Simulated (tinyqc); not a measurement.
# MOS inversion layer, Poisson-Schroedinger loop: what changes with what

Electrons confined at an insulator interface at z = 0, treated as a hard wall; parabolic valleys, Hartree approximation, no image or exchange terms. The depletion charge lies far deeper than the electrons and gives a uniform field q Nd/(eps0 eps_r); the gate balances all charge. Energies are counted from the band edge at the interface.

Parameters, values chosen for the exercise; masses and permittivity close to those of silicon (100): temperature T = 200 K; relative permittivity eps_r = 11.7; mass along z of valley set A (2 valley(s)) mz1 = 0.933 m0; in-plane density-of-states mass of set A md1 = 0.187 m0; mass along z of valley set B (4 valley(s)) mz2 = 0.187 m0; in-plane density-of-states mass of set B md2 = 0.423 m0; sheet density of electrons Ns = 8.3e12 cm^-2; sheet density of depletion charge Nd = 5.7e11 cm^-2; extra shift of set B (strain) dE = 0 eV.

Constants: q = 1.602176634e-19 C, kB = 1.380649e-23 J/K, hbar = 1.054571817e-34 J s, m0 = 9.1093837015e-31 kg, Vt = kB T/q, eps0 = 8.8541878128e-14 F/cm where lengths are in cm, hbar^2/(2 m0) = 0.0380998212 eV nm^2. Results are converted to the units shown.

Each table varies one quantity; the others keep the values above.

## Effect of the sheet density of electrons

Schroedinger equation -(C/mz) psi'' + (V0 + U + dE for set B) psi = E psi, C = hbar^2/(2 m0), psi(0) = 0, on a uniform mesh of 800 nodes with a far wall at 34 nm, 8 levels a set; V0 = q Nd z/(eps0 eps_r); dU/dz = q (Ns - integral of n from 0 to z)/(eps0 eps_r), U(0) = 0; N_k = g md m0 q Vt/(pi hbar^2) ln(1 + exp((EF - E_k)/Vt)), g the number of valleys of the set, sum N_k = Ns. Triangular well: E_k = a_k (C F^2/mz)^(1/3), a_1 = 2.338107, a_2 = 4.087949, C = hbar^2/(2 m0), F in eV/nm. Fang-Howard (all electrons in the lowest level of set A): b^3 = 6 (mz1/C) q (Nd + 11 Ns/32)/(eps0 eps_r), centroid 3/b, level C b^2/(4 mz1) + (3/b) q (Nd + 11 Ns/16)/(eps0 eps_r). The centroid adds 3.9 z_av/eps_r to an oxide-equivalent thickness.

Effect of the sheet density of electrons:
```
Ns (cm^-2)	A1 (meV)	B1 (meV)	EF (meV)	share of A1 (%)	share of set A (%)	centroid z_av (nm)	added oxide equivalent (nm)	Fang-Howard centroid (nm)
1e11	37.7	63.2	-34.2	41.2	53.8	3.85	1.28	2.70
2.1e11	41.2	68.0	-17.1	42.9	55.0	3.73	1.24	2.64
4.5e11	48.3	77.6	4.82	46.2	57.6	3.51	1.17	2.54
9.7e11	62.1	96.1	34.9	52.1	62.1	3.15	1.05	2.36
2.1e12	87.5	130	78.8	60.7	68.8	2.68	0.892	2.10
4.4e12	130	185	143	69.4	75.7	2.19	0.729	1.79
9.4e12	204	280	248	75.7	80.6	1.75	0.582	1.46
2e13	329	445	427	76.6	81.2	1.41	0.469	1.17
```

What does the table show?

As Ns goes from 1e11 to 2e13, A1 rises from 37.7 to 329 meV, the share of A1 rises from 41.2 to 76.6 % and the centroid falls from 3.85 to 1.41 nm. A1 goes as Ns^(0.63) between the last two rows (a triangular well in the field of that charge alone gives 2/3). EF lies more than 2 meV above A1 for Ns = 4.4e12, 9.4e12, 2e13. The Fang-Howard centroid is 30 % below the full one in the first row, where A1 holds 41.2 %, and 17 % below it in the last, where A1 holds 76.6 %.

## Effect of the extra shift of set B (strain)

Schroedinger equation -(C/mz) psi'' + (V0 + U + dE for set B) psi = E psi, C = hbar^2/(2 m0), psi(0) = 0, on a uniform mesh of 800 nodes with a far wall at 23 nm, 8 levels a set; V0 = q Nd z/(eps0 eps_r); dU/dz = q (Ns - integral of n from 0 to z)/(eps0 eps_r), U(0) = 0; N_k = g md m0 q Vt/(pi hbar^2) ln(1 + exp((EF - E_k)/Vt)), g the number of valleys of the set, sum N_k = Ns.

The same in every row: Fang-Howard centroid (nm) = 1.51.

Results:
```
dE (eV)	A1 (meV)	B1 (meV)	EF (meV)	share of A1 (%)	share of set A (%)	centroid z_av (nm)	added oxide equivalent (nm)
-0.05	195	232	216	48.0	48.7	2.08	0.693
-0.02	191	248	223	65.5	68.0	1.91	0.637
0.01	188	268	228	78.7	85.3	1.77	0.591
0.04	187	292	231	85.3	95.8	1.70	0.567
0.1	186	351	232	87.6	99.8	1.68	0.559
0.13	186	381	232	87.7	100	1.68	0.559
0.16	186	411	232	87.7	100	1.68	0.559
```

Estimate the missing row, dE = 0.07 eV.

Computed row:
```
dE (eV)	A1 (meV)	B1 (meV)	EF (meV)	share of A1 (%)	share of set A (%)	centroid z_av (nm)	added oxide equivalent (nm)
0.07	186	321	231	87.2	99.2	1.68	0.561
```

With this row back in the table: As dE goes from -0.05 to 0.16, A1 falls from 195 to 186 meV, the share of A1 rises from 48.0 to 87.7 % and the centroid falls from 2.08 to 1.68 nm. The Fang-Howard centroid is 27 % below the full one in the first row, where A1 holds 48.0 %, and 9.7 % below it in the last, where A1 holds 87.7 %.

Program tinyqc, `OMP_NUM_THREADS=1 python tinyqc.py 2160075 2160076 out.jsonl`; Intel Xeon 2.30GHz, shared host, one thread, about 1 s.
